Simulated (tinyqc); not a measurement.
From results back to parameters: Koster-Slater impurity in an sp3s* host.

Problem. In the Koster-Slater model a defect shifts the s level of its site by Vs and the p levels by Vp; an A1 level solves 1/Vs = G_s(E) and a T2 level 1/Vp = G_p(E), E from the top of the valence band. A defect has an A1 level at E = 0.8850 eV, one of the energies of the table, and a T2 level at 0.5310 eV.

G(E) of the host (1/eV):
```
E (eV)        G_s        G_p
0.0000  0.0837634  0.4201307
0.1770  0.0790703  0.3099426
0.3540  0.0742310  0.2536279
0.5310  0.0690874  0.2131997
0.7080  0.0634517  0.1809124
0.8850  0.0570632  0.1534591
1.0620  0.0495212  0.1289210
1.2390  0.0401468  0.1058845
1.4160  0.0276433  0.0829673
```

Find: Vs, Vp.

Solution. Read G_s and G_p at the two energies and invert them. Vs is repulsive and pushes its level up from the valence bands. Vp is repulsive and pushes its level up from the valence bands.

Vs, Vp (eV): 17.5  4.7

tinyqc: `OMP_NUM_THREADS=1 python tinyqc.py 1482312 1482313 out.jsonl`; about 0.04 s, one thread, shared Intel(R) Xeon(R) Processor @ 2.30GHz.
